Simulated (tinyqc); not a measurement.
# A double barrier with mass mismatch, transfer matrices: several studies

One electron of energy E comes from the left lead (band edge 0); no transverse momentum. Parabolic bands, masses in units of m0, C = hbar^2/(2 m0); psi and psi'/m are continuous at every interface. Barrier d1, well Lw, barrier d2; the right lead equals the left one.

Inputs (values chosen for the exercise); masses and offsets close to those of InGaAs wells and InP barriers: mass in the left lead mL = 0.042 m0; barrier height U1 = 0.24 eV; barrier mass m1 = 0.082 m0; width of the first barrier d1 = 1.4 nm; well width (edge 0, mass mL) Lw = 6.9 nm; width of the second barrier d2 = 1.4 nm; electron energy E = 0.28 eV.

Constants: q = 1.602176634e-19 C, hbar = 1.054571817e-34 J s, m0 = 9.1093837015e-31 kg, hbar^2/(2 m0) = 0.0380998212 eV nm^2. Results are converted to the units shown.

Each table varies one quantity; the others keep the values above.

## Effect of the barrier mass and of the matching rule

For the pair (psi, psi'/m) a flat layer has M = [[cos kd, (m/k) sin kd], [-(k/m) sin kd, cos kd]] with k = sqrt(m (E - U)/C) above its edge U, and M = [[cosh Kd, (m/K) sinh Kd], [(K/m) sinh Kd, cosh Kd]] with K = sqrt(m (U - E)/C) below it. The matrices are multiplied with later layers to the left. With M acting on (psi, psi'/m) and v = k/m in each lead, T(E) = 4 vL vR/[(vL vR M12 - M21)^2 + (vR M11 + vL M22)^2]. The second column matches psi and psi' without the mass (every m outside k and K set to 1), which is not the envelope-function rule when the masses differ.

Results:
```
m1 (m0)  T(E), psi'/m matched  T(E), psi' matched    ratio
0.024                 0.96508             0.89443  0.92679
0.03                  0.94735             0.90239  0.95254
0.037                 0.92835             0.91116  0.98149
0.055                 0.90051             0.93126   1.0342
0.067                 0.90343             0.94276   1.0435
0.082                 0.92992             0.95513   1.0271
0.1                   0.97893             0.96728  0.98810
0.12                  0.99437             0.97773  0.98327
```

Estimate the missing row, m1 = 0.045 m0.

Computed row:
```
m1 (m0)  T(E), psi'/m matched  T(E), psi' matched   ratio
0.045                 0.91155             0.92053  1.0099
```

With this row back in the table: With psi'/m matched, T(E) goes from 0.965 through a minimum of 0.901 (at m1 = 0.055 m0 among the rows listed) to 0.994. The other rule gives 0.927 times that in the first row and 0.983 times in the last; the two rules coincide at m1 = mL = 0.042.

## Resonance against the width of both barriers

Both barriers are given the width d1. The lowest resonance is the first maximum of T(E); its width is the full width at half maximum, and tau = hbar/width.

The same in every row: peak T(E) = 1.000.

Results:
```
d1 (nm)  E_r (eV)  width (meV)  tau (fs)
1.12      0.05666        50.58     13.01
1.68      0.05847        20.44     32.20
1.96      0.05902        13.88     47.43
2.24      0.05941        9.575     68.74
2.52      0.05969        6.667     98.73
```

Estimate the missing row, d1 = 1.4 nm.

Computed row:
```
d1 (nm)  E_r (eV)  width (meV)  tau (fs)
1.4       0.05771        31.04     21.20
```

With this row back in the table: The width falls from 50.6 to 6.67 meV and tau rises from 13.0 to 98.7 fs, while the peak T(E) stays at 1 for this symmetric structure. Between the last two rows ln(width) falls by 1.29 a nanometre, against 2K = 1.25 1/nm at E_r.

## Resonance against the well width

Same model as above.

The last column is the lowest level of an infinitely deep well, C (pi/Lw)^2/mL.

Resonance against the well width:
```
Lw (nm)  E_r (eV)  peak T(E)  width (meV)  tau (fs)  infinite well (eV)
4.1        0.1087      1.000        87.04     7.562              0.5326
5.5       0.07676      1.000        49.93     13.18              0.2960
6.9       0.05771      1.000        31.04     21.20              0.1881
8.3       0.04528      1.000        20.47     32.15              0.1300
9.7       0.03665      1.000        14.13     46.59             0.09515
11        0.03076      1.000        10.34     63.64             0.07399
12.4      0.02594      1.000        7.606     86.53             0.05823
13.8      0.02221      1.000        5.734     114.8             0.04701
```

What does the comparison show, and why?

E_r falls from 0.109 to 0.0222 eV, as Lw^(-1.31) over the table, slower than the Lw^(-2) of an infinite well because the wave reaches into the barriers; E_r is 0.20 of the infinite-well level in the first row and 0.47 in the last. The width falls from 87.0 to 5.73 meV.

Computed by the program tinyqc: `OMP_NUM_THREADS=1 python tinyqc.py 2560105 2560106 out.jsonl`, one thread of a shared Intel Xeon 2.30GHz, about 0.08 s for the whole run.
